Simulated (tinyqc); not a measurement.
One-electron ion in a basis of Gaussians, step by step. One step of it, computed by the program tinyqc.

Task: Generalised eigenproblem. Solve H C = S C e through S^(-1/2); each column has its largest component positive (the first on a tie).

H = T + V (hartree):
```
,1,2
1,-0.265769,-0.224714
2,-0.224714,-0.389694
```

S:
```
,1,2
1,1.000000,0.606456
2,0.606456,1.000000
```

Give: eigenvalues of S; eigenvalues; coefficients.

Result:

eigenvalues of S: 0.394  1.606

eigenvalues (hartree): -0.391  -0.215

coefficients:
```
,1,2
1,-0.105,1.253
2,1.060,-0.677
```

For Z = 3 and l = 2 the exact lowest level is -Z^2/(2 n^2) with n = l + 1: -0.500000 hartree.
